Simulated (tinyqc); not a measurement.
## Inverter chain driving a load

N inverters, each f = Hc^(1/N) times larger than the one before: delay tau N (f + pp). Switched capacitance in units of the first input, with output capacitance pp times the input: Hc + (1 + pp)(Hc - 1)/(f - 1).

Parameters, values chosen for the exercise: load over the input capacitance of the chain Hc = 22; parasitic delay of an inverter pp = 1.5; delay unit tau = 2.4 ps.

Results:
```
N,f,delay (ps),switched capacitance
1,22.00,56.40,24.50
2,4.690,29.71,36.23
3,2.802,30.97,51.13
4,2.166,35.19,67.04
6,1.674,45.70,99.90
```

Estimate the missing row, N = 5.

Computed row:
```
N,f,delay (ps),switched capacitance
5,1.856,40.27,83.36
```

With this row back in the table: The delay goes from 56.4 through a minimum of 29.7 (at N = 2 among the rows listed) to 45.7 ps. The best stage effort solves pp + rho (1 - ln rho) = 0, rho = 3.97, which gives N = ln Hc/ln rho = 2.24. One stage fewer than the best costs 90 % in delay and saves 32 % of the switched capacitance.

Program tinyqc, `OMP_NUM_THREADS=1 python tinyqc.py 2082101 2082102 out.jsonl`; Intel Xeon 2.30GHz, shared host, one thread, about 0.01 s.
